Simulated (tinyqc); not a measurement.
Thickness of the outer barriers: graded (staircase) quantum well by finite differences.

Finite differences on points z_i at the centres of cells of width h: H_ii = (c/h^2)(1/m_(i-1/2) + 1/m_(i+1/2)) + V_i, H_(i,i+1) = -(c/h^2)/m_(i+1/2), where m_(i+1/2) is the mean of the masses at the two points (the end values are repeated outwards), psi = 0 on the points beyond both ends, c = hbar^2/2m0. The field adds e F (z - z0) with z0 the middle of the structure; 1 kV/cm = 1e-5 eV/angstrom.

Constants: hbar^2/2m0 = 3.80998211 eV angstrom^2.

Values chosen for the exercise (out of a larger set: near those of an InGaAs well in InAlAs; not measured data): layers = ((63, 0.55, 0.0759), (21, 0.244, 0.0558), (21, 0.061, 0.0438), (21, 0, 0.0398), (21, 0.061, 0.0438), (21, 0.244, 0.0558), (63, 0.55, 0.0759)) (each layer: thickness in angstrom, band edge in eV, mass in m0); hf = 1.3125 angstrom (cell width of the fine grid).

Fine grid, zero field, both outer layers set to each thickness in turn.

Levels (eV):
```
outer layers (angstrom)       E1       E2       E3
15.750                   0.10826  0.33127  0.56205
31.500                   0.10773  0.32430  0.52541
63.000                   0.10770  0.32340  0.51245
126.000                  0.10770  0.32339  0.51054
252.000                  0.10770  0.32339  0.51049
```

Which of the three levels are properties of the well, and how thick must the outer layers be?

E1 is bound, and within 0.1 meV of the last row from 31.5 angstrom on. E2 is bound, and within 0.1 meV of the last row from 63 angstrom on. E3 is bound, and within 0.1 meV of the last row from 126 angstrom on.

tinyqc: `OMP_NUM_THREADS=1 python tinyqc.py 1282681 1282682 out.jsonl`; about 0.01 s, one thread, shared Intel(R) Xeon(R) Processor @ 2.30GHz.
